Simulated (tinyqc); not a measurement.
Inside a calculation: band offset from the macroscopic average of a supercell potential. Values are carried at full precision from step to step, so a last printed digit may differ when a step is redone from the rounded ones.

A model of the planar-averaged electrostatic energy of an electron in a periodic cell of N1 periods of A (L1 = N1 n1 h) and N2 periods of B (L2 = N2 n2 h), on z_j = j h: V(z) = f VA + (1 - f) VB + F t(z), VA = V1[0] + V1[1] cos(2 pi z/(n1 h)) + V1[2] cos(4 pi z/(n1 h)), VB the same with V2, n2 and z - L1. f = [tanh(z/w) - tanh((z - L1)/w) + tanh((z - L1 - L2)/w)]/2 + 1/2; t(z) = z - L1/2 in A and (L1/L2)(L1 + L2/2 - z) beyond, so that the cell is periodic.

Constants: e^2/(4 pi eps0) = 14.39964547 eV angstrom.

Values chosen for the exercise (gaps near those of InAs and GaSb; not measured data): h = 0.3 angstrom (grid step); n1 = 7 (grid points per period of A); n2 = 6 (grid points per period of B); N1 = 5 (periods of A); N2 = 4 (periods of B); V1 = (-6.52, 2.47, 0.82) eV (mean and two harmonics of the potential in A); V2 = (-4.85, 1.75, -0.12) eV (the same in B); w = 0.32 angstrom (width of the interfaces); F = -0.029 eV/angstrom (slope in A from opposite charges on the two interfaces); Ev1 = 6.47 eV (valence top of bulk A above its mean potential); Eg1 = (0.05, 0.41) eV (gap of A: semi-local value, corrected value); fv1 = 0.56 (share of the correction that lowers the valence top of A); Ev2 = 5.61 eV (valence top of bulk B above its mean potential); Eg2 = (0.1, 0.81) eV (gap of B: semi-local value, corrected value); fv2 = 0.45 (the same share for B); eps = 9.2 (dielectric constant at the interface).

## The planar average

Evaluate V on the grid, j = 0, 1, ...

V(z_j) (eV): -3.420  -5.086  -7.649  -8.099  -8.114  -7.699  -5.062  -3.139  -5.080  -7.734  -8.169  -8.178  -7.761  -5.123  -3.200  -5.141  -7.795  -8.230  -8.238  -7.821  -5.184  -3.260  -5.202  -7.856  -8.291  -8.299  -7.882  -5.245  -3.321  -5.262  -7.917  -8.350  -8.355  -7.894  -5.140  -3.377  -4.220  -5.841  -6.840  -5.768  -4.004  -3.296  -3.978  -5.716  -6.758  -5.690  -3.928  -3.220  -3.902  -5.640  -6.682  -5.614  -3.852  -3.144  -3.827  -5.563  -6.593  -5.527  -4.293

## Running means

Running mean over n points, periodic: for odd n the plain mean of the n points centred on j; for even n the n + 1 points with half weight at both ends. The macroscopic average applies the mean over n1 points and then over n2 points.

Apply the first mean, then the second.

after the mean over n1 points (eV): -5.809  -6.027  -6.337  -6.447  -6.407  -6.406  -6.418  -6.428  -6.437  -6.446  -6.455  -6.463  -6.472  -6.481  -6.490  -6.498  -6.507  -6.516  -6.524  -6.533  -6.542  -6.550  -6.559  -6.568  -6.577  -6.585  -6.594  -6.603  -6.611  -6.619  -6.621  -6.606  -6.614  -6.465  -6.168  -5.952  -5.583  -5.027  -4.764  -4.850  -5.063  -5.194  -5.030  -4.767  -4.655  -4.742  -4.979  -5.117  -4.954  -4.691  -4.579  -4.666  -4.903  -5.039  -4.874  -4.685  -4.624  -4.901  -5.447

macroscopic average (eV): -5.676  -5.954  -6.159  -6.290  -6.374  -6.416  -6.424  -6.428  -6.437  -6.446  -6.455  -6.463  -6.472  -6.481  -6.490  -6.498  -6.507  -6.516  -6.524  -6.533  -6.542  -6.550  -6.559  -6.568  -6.577  -6.585  -6.594  -6.602  -6.607  -6.610  -6.601  -6.552  -6.460  -6.318  -6.100  -5.814  -5.525  -5.299  -5.143  -5.034  -4.966  -4.936  -4.918  -4.902  -4.888  -4.875  -4.863  -4.850  -4.837  -4.825  -4.812  -4.799  -4.792  -4.795  -4.818  -4.883  -4.993  -5.153  -5.387

Around the middle of B the first mean varies by 426 meV over five points and the second by 51 meV; the tilt of the potential alone amounts to 51 meV over these points: one window removes only the period it matches.

## The potential line-up

Read the macroscopic average in the middle of each region, j = 17 and j = 47, and its slope in A by a central difference over two points each way.

plateau in A = -6.516 eV
plateau in B = -4.850 eV
dV = B - A = 1.666 eV
slope in A = -0.029 eV/angstrom

The average is tilted: the interfaces carry opposite charges, and the potential changes by -0.30 eV across A and by as much the other way across B. Reading both regions at their mid-points (to within half a grid step), or extrapolating both lines to one interface, removes the tilt from dV.

## Band offsets

dEv = Ev(A) - Ev(B) = Ev1 - (dV + Ev2); dEc = Ec(B) - Ec(A) = Eg2 - Eg1 - dEv. The correction of a gap, c = Eg[1] - Eg[0], lowers the valence top by fv c and leaves dV, a ground-state quantity, as it is. Type I: dEv and dEc of one sign; II: opposite signs; III: no overlap of the gaps.

Give the offsets with semi-local and with corrected band edges.

dEv, dEc, semi-local (eV): -0.806  0.856

lowering of the valence tops of A and B (eV): 0.202  0.320

dEv, dEc, corrected (eV): -0.688  1.088

The correction moves dEv by +0.12 eV and dEc by +0.23 eV; the type stays III.

## The dipole behind the step

A step dV of the mean electron energy from A to B across an interface equals 4 pi (e^2/4 pi eps0) times a dipole per area p (in e angstrom per angstrom^2). For a change of 0.1 eV in dV, give the charge per area moved over 2 angstrom in a medium of dielectric constant eps: sigma = 0.1 eps/(4 pi (e^2/4 pi eps0) 2). 1 angstrom^-2 = 1e16 cm^-2.

|p| = 0.00920 e/angstrom
sigma = 2.54e+13 e/cm^2

With about 7e14 atoms per cm^2 in a plane (as on a silicon (100) face), 3.6 % of an electron per atom shifts the line-up by 0.1 eV.

## Checks

- Line-up in a cell of 14 + 14 periods without slope against V2[0] - V1[0] (eV): both 1.6700.

(tinyqc, `OMP_NUM_THREADS=1 python tinyqc.py 1881166 1881167 out.jsonl`, Intel(R) Xeon(R) Processor @ 2.30GHz, 1 thread, shared host, about 0.01 s.)
